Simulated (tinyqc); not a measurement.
Inside a calculation. Method: Pariser-Parr-Pople SCF with singles CI, for the molecule c1ccc2[nH]ccc2c1 (SMILES; centres numbered as the heavy atoms are written). One step of it, computed by the program tinyqc.

Question. Iteration 2: orbitals and new P. Diagonalise F (the basis is taken as orthonormal) and form P = 2 sum c c over the lowest orbitals; 0.3 of the old P is kept.

F (eV):
```
           1C         2C         3C         4C          5N         6C         7C         8C
1C  -6.853703  -3.792481  -0.191566   0.582011   -0.467863  -0.052730   0.256262   0.250665
2C  -3.792481  -6.334713  -5.218553   0.189967    0.403751  -0.121146  -0.163442   0.291055
3C  -0.191566  -5.218553  -6.351880  -4.042649    0.152298   0.003738   0.004206   0.053314
4C   0.582011   0.189967  -4.042649  -7.889790   -4.077037   0.291632   0.433801  -3.533221
5N  -0.467863   0.403751   0.152298  -4.077037  -10.982997  -3.717486   0.341734   0.437756
6C  -0.052730  -0.121146   0.003738   0.291632   -3.717486  -8.115968  -5.456888   0.140470
7C   0.256262  -0.163442   0.004206   0.433801    0.341734  -5.456888  -6.281307  -3.896424
8C   0.250665   0.291055   0.053314  -3.533221    0.437756   0.140470  -3.896424  -7.116464
9C  -4.289456  -0.116099   0.036202   0.113317    0.060239   0.450556   0.075751  -4.797647

           9C
1C  -4.289456
2C  -0.116099
3C   0.036202
4C   0.113317
5N   0.060239
6C   0.450556
7C   0.075751
8C  -4.797647
9C  -5.600212
```

pi electrons, sum of z_r less the charge = 10

P after iteration 1:
```
           1C         2C         3C         4C         5N         6C         7C         8C
1C   1.056100   0.380366   0.075937  -0.256963   0.281401   0.035670  -0.144870  -0.099359
2C   0.380366   0.944208   0.787577  -0.075300  -0.221349   0.081951   0.100857  -0.128503
3C   0.075937   0.787577   1.004314   0.451722  -0.059156  -0.002048  -0.002274  -0.021130
4C  -0.256963  -0.075300   0.451722   1.347076   0.449217  -0.110140  -0.163881   0.306359
5N   0.281401  -0.221349  -0.059156   0.449217   1.488078   0.359208  -0.120191  -0.153955
6C   0.035670   0.081951  -0.002048  -0.110140   0.359208   1.087551   0.855420  -0.053051
7C  -0.144870   0.100857  -0.002274  -0.163881  -0.120191   0.855420   0.946920   0.410121
8C  -0.099359  -0.128503  -0.021130   0.306359  -0.153955  -0.053051   0.410121   1.331692
9C   0.522316   0.046022  -0.015983  -0.044912  -0.031490  -0.246801  -0.031224   0.667215

           9C
1C   0.522316
2C   0.046022
3C  -0.015983
4C  -0.044912
5N  -0.031490
6C  -0.246801
7C  -0.031224
8C   0.667215
9C   0.794062
```

Give: orbital energies; P after iteration 2.

Answer.

orbital energies (eV): [-16.6353, -14.1403, -12.8561, -11.2272, -9.8057, -1.9492, -1.5853, 0.3437, 2.3284]

P after iteration 2:
```
         1C       2C       3C       4C       5N       6C       7C       8C
1C   1.0985   0.4908   0.0016  -0.3119   0.2482   0.0341  -0.1599  -0.0675
2C   0.4908   0.9655   0.7789  -0.0342  -0.1907   0.1203   0.0731  -0.2021
3C   0.0016   0.7789   1.0197   0.5210  -0.1259  -0.0226   0.0400  -0.0039
4C  -0.3119  -0.0342   0.5210   1.1858   0.4870  -0.1931  -0.1342   0.4420
5N   0.2482  -0.1907  -0.1259   0.4870   1.5447   0.4207  -0.2085  -0.2032
6C   0.0341   0.1203  -0.0226  -0.1931   0.4207   1.1295   0.8275  -0.0644
7C  -0.1599   0.0731   0.0400  -0.1342  -0.2085   0.8275   0.9794   0.4548
8C  -0.0675  -0.2021  -0.0039   0.4420  -0.2032  -0.0644   0.4548   1.2003
9C   0.6501   0.0171  -0.1847  -0.0130   0.0215  -0.2058  -0.0071   0.6384

         9C
1C   0.6501
2C   0.0171
3C  -0.1847
4C  -0.0130
5N   0.0215
6C  -0.2058
7C  -0.0071
8C   0.6384
9C   0.8766
```
